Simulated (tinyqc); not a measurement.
Undoped symmetric double-gate MOSFET, analytic potential model: two steps of the calculation.

An undoped body of thickness ts between two equal insulators and tied gates; long channel, electrons only, n = ni exp((psi - V)/Vt) with V the quasi-Fermi potential (0 at the source, Vd at the drain), constant mobility, no quantisation. Across the body psi(x) = V - 2 Vt ln[(ts/(2 beta)) sqrt(q ni/(2 eps0 eps_r Vt)) cos(2 beta x/ts)], x from the centre. Q is the electron charge per area of the whole body.

Values chosen for this exercise; material values those of a made-up semiconductor:
- T = 300 K (temperature)
- eps_r = 9.72 (relative permittivity of the semiconductor)
- Nc = 3.03e19 cm^-3 (conduction-band density of states at T)
- ts = 5 nm (body thickness)
- Vg = 1.41 V (gate voltage)

Constants: q = 1.602176634e-19 C, kB = 1.380649e-23 J/K, Vt = kB T/q, eps0 = 8.8541878128e-14 F/cm where lengths are in cm. Results are converted to the units shown.

Task 1. beta at the source by Newton steps. With V = 0: f = ln(beta) - ln(cos beta) + 2 r beta tan(beta) - (Vg - V0)/(2 Vt); f' = 1/beta + tan(beta) + 2 r [tan(beta) + beta/cos^2(beta)]; beta(new) = beta - f/f'.

beta after iteration 1 = 1.5092187
r = 0.43640816
V0 = 0.63045878 V

Find: f; f'; beta after iteration 2.

Result 1.

f = 9.4877
f' = 378.88
beta after iteration 2 = 1.4842

Task 2. Potential and electron density across the body at the source. psi(x) as above with V = 0 and beta = beta_s; n = ni exp(psi/Vt).

x/ts, point 0 to 6: [0, 0.1, 0.2, 0.3, 0.4, 0.45, 0.5]
beta_s = 1.4679706
ni = 7.7359693e7 cm^-3

Find: psi; n.

Result 2.

```
point  psi (V)  n (cm^-3)
0      0.66031  9.5760e18
1      0.66257  1.0451e19
2      0.66979  1.3817e19
3      0.68366  2.3633e19
4      0.70951  6.4231e19
5      0.73260  1.5691e20
6      0.77801  9.0889e20
```

The density at the surface is 94.9 times that at the centre (1/cos^2 beta). It reaches 30 Nc, where Boltzmann statistics overestimate it.

Program tinyqc, `OMP_NUM_THREADS=1 python tinyqc.py 2440153 2440154 out.jsonl`; Intel Xeon 2.30GHz, shared host, one thread, about 0.03 s.
